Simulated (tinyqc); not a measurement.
Deformation-potential model of the X valleys of a conduction band: one step. Valley shifts. Two cases, with inputs chosen for the exercise.

Task: Apply the Herring-Vogt formula to each valley.

Valleys with axes along x, y and z, one whole valley each. Herring-Vogt shift of a valley with unit axis a: dE = Xd tr(e) + Xu a.e.a. Non-degenerate shares n_i = exp(-dE_i/kT)/sum_j exp(-dE_j/kT). Inverse mass tensor of a valley: (1 - a a)/mt + a a/ml; the masses are taken as independent of strain.

Case 1.

Values chosen (out of a larger set: near those of GaP; not measured data): Xd = 1.47 eV (dilation potential); Xu = 6.22 eV (uniaxial potential).

strain tensor, rows x, y, z and columns alike:
```
[[0.00620212, 0.00000000, 0.00000000],
 [0.00000000, -0.00180730, 0.00000000],
 [0.00000000, 0.00000000, -0.00180730]]
```

Case 2.

Values chosen (out of a larger set: near those of AlAs; not measured data): Xd = 1.01 eV (dilation potential); Xu = 5.87 eV (uniaxial potential).

strain tensor, rows x, y, z and columns alike:
```
[[0.00309291, 0.00376773, 0.00000000],
 [0.00376773, 0.00309291, 0.00000000],
 [0.00000000, 0.00000000, -0.00246265]]
```

Give: Xd tr(e); a.e.a; shifts dE.

Result:

Case 1.

Xd tr(e) = 3.80 meV

a.e.a: x 0.006202, y -0.001807, z -0.001807

shifts dE (meV): x 42.38, y -7.44, z -7.44

The lowest valleys are y and z, 49.8 meV below the highest; the mean shift over all valleys is (Xd + Xu/3) tr(e) = 9.17 meV.

Case 2.

Xd tr(e) = 3.76 meV

a.e.a: x 0.003093, y 0.003093, z -0.002463

shifts dE (meV): x 21.92, y 21.92, z -10.70

The lowest valley is z, 32.6 meV below the highest; the mean shift over all valleys is (Xd + Xu/3) tr(e) = 11.05 meV.

Computed by tinyqc, one run a case: `OMP_NUM_THREADS=1 python tinyqc.py N N+1 out.jsonl` with N = 1081551, 1081569; one thread of a shared Intel(R) Xeon(R) Processor @ 2.30GHz, about 0.03 s a run at most.
